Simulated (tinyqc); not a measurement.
Configuration-coordinate model of a defect: Huang-Rhys factor and luminescence line shape: one step, computed by the program tinyqc.

Ground state E_g(Q) = (1/2) omega_g^2 Q^2; excited state E_e(Q) = E_0 + (1/2) omega_e^2 (Q - dQ)^2 with omega_e = omega_g and E_0 = E_ZPL. Q is mass-weighted; the dipole does not depend on Q (Condon approximation).

Task: Emission lines at zero temperature. From the lowest excited level the line to ground level n lies at E_ZPL - n hbar omega_g with Franck-Condon weight exp(-S) S^n/n!; the emitted intensity carries a further factor E^3. S = S_g; up to eleven lines, of positive energy only, from n = max(0, integer part of S - 5).

Inputs (values chosen for the exercise, for a model defect in a wide-gap host): zero-phonon energy E_ZPL = 2.44 eV; ground-state phonon hbar omega_g = 108 meV.

Modes: equal frequencies in both states.

S_g = 1.721023

Give: Lines.

Result:

Lines:
```
n,energy (eV),weight,intensity / largest
0,2.440,1.789e-01,6.656e-01
1,2.332,3.079e-01,1.000e+00
2,2.224,2.649e-01,7.464e-01
3,2.116,1.520e-01,3.688e-01
4,2.008,6.539e-02,1.356e-01
5,1.900,2.251e-02,3.954e-02
6,1.792,6.456e-03,9.515e-03
7,1.684,1.587e-03,1.941e-03
8,1.576,3.415e-04,3.423e-04
9,1.468,6.530e-05,5.291e-05
10,1.360,1.124e-05,7.240e-06
```

The weight peaks at n = 1 and the intensity at n = 1.
